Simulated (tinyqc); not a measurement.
From results to parameters: two-site tight-binding chain. Computed by the program tinyqc.

Problem. A two-site chain has site energies +delta (A) and -delta (B) and hoppings t1 > t2 > 0, so E = +/- sqrt(delta^2 + |t1 + t2 exp(-ika)|^2). Find delta, t1 and t2.

upper band at k = 0 = 2.998416 eV
upper band at the zone edge = 1.691183 eV
weight of the upper band on site A at the zone edge = 0.866607

Solution. The weight on A is (1 + delta/E)/2, which gives delta; then t1 + t2 = sqrt(E(0)^2 - delta^2) and t1 - t2 = sqrt(E(edge)^2 - delta^2).

delta, t1, t2 (eV): 1.240  1.940  0.790
